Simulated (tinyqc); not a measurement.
# Worked calculation: off-state leakage of single and stacked transistors

Computed by the program tinyqc: `OMP_NUM_THREADS=1 python tinyqc.py 2242086 2242087 out.jsonl`, one thread of a shared Intel Xeon 2.30GHz, about 0.03 s for the whole run. Printed values are rounded.

n-channel devices of unit width. Subthreshold current I(Vg, Vs, Vd) = I0 (T/300 K)^0.5 exp[(Vg - Vs - VT(T) - gb (Vs - Vb) + dd (Vd - Vs))/(nf Vt)] (1 - exp(-(Vd - Vs)/Vt)), VT(T) = VT - cT (T - 300 K). Gate-edge tunnelling Ig (Vd/1 V) exp(ag (Vd - 1 V)), for a gate at 0 V, and band-to-band leakage Ab u exp(-Bb/u), u = Vd - Vb + 1 V, flow at a drain held at V; both are taken as independent of T. In a stack of off transistors (all gates at 0 V) the same subthreshold current passes through each.

Parameters, values chosen for the exercise; values of the order met in bulk silicon logic transistors:
```
symbol   value       unit                                             meaning
T          300          K                                         temperature
V          1.1          V                                      supply voltage
VT        0.45          V        threshold at 300 K, zero drain and body bias
cT         0.6       mV/K              fall of the threshold with temperature
I0        0.25      uA/um                       current at threshold at 300 K
nf        1.48                                                   slope factor
dd        0.05                                drain-induced lowering per volt
gb        0.16             rise of the threshold per volt of source-body bias
Ig      0.0001      uA/um                 gate-edge tunnelling current at 1 V
ag         5.6        1/V               exponential slope of the gate current
Ab           1  uA/(um V)      prefactor of band-to-band leakage at the drain
Bb          22          V                             its exponential voltage
Vb           0          V                                        body voltage
```

Constants: q = 1.602176634e-19 C, kB = 1.380649e-23 J/K, Vt = kB T/q. Results are converted to the units shown.

## Leakage of one transistor

Vg = Vs = 0, Vd = V; effective threshold VT(T) - gb Vb - dd V.

effective threshold = 0.395 V
parts (nA/um): subthreshold 0.00821020, gate edge 0.192574, band-to-band 0.0592199
total = 0.260004 nA/um
shares (%): subthreshold 3.15772, gate edge 74.0658, band-to-band 22.7765

The gate edge part is the largest.

## Starting value

Vx = dd V/(1 + gb + 2 dd), the solution for Vx well above Vt, rounded to three decimals.

Vx at the start = 0.044 V

## Iteration 1: new Vx

Stack of two, Vx the node between them: I_low = I(0, 0, Vx), I_up = I(0, Vx, V), f = ln(I_up/I_low), f' = -(1 + gb + 2 dd)/(nf Vt) - 1/(Vt (exp(Vx/Vt) - 1)) - 1/(Vt (exp((V - Vx)/Vt) - 1)), Vx(new) = Vx - f/f'.

I_low = 0.00168893 nA/um
I_up = 0.00204190 nA/um
f = 0.189783
f' = -41.5567 1/V
Vx after iteration 1 = 0.0485669 V

## Iteration 2: new Vx

As before.

I_low = 0.00176039 nA/um
I_up = 0.00176730 nA/um
f = 0.00391950
f' = -39.9081 1/V
Vx after iteration 2 = 0.0486651 V

## Course of the iteration

Stop when the step is below 1e-11 V, or after 40 iterations.

Course of the iteration:
```
iteration	Vx before the step (V)	step (V)
1	0.044	4.57e-3
2	0.0485669	9.82e-5
3	0.0486651	3.85e-8
4	0.0486651	5.77e-15
```

Converged in 4 iterations. The subthreshold current of the stack is 0.001762 nA/um, 4.66 times less than that of one transistor (the drain leakage is unchanged); the estimate exp[dd V (1 + gb + dd)/((1 + gb + 2 dd) nf Vt)] gives 3.98.
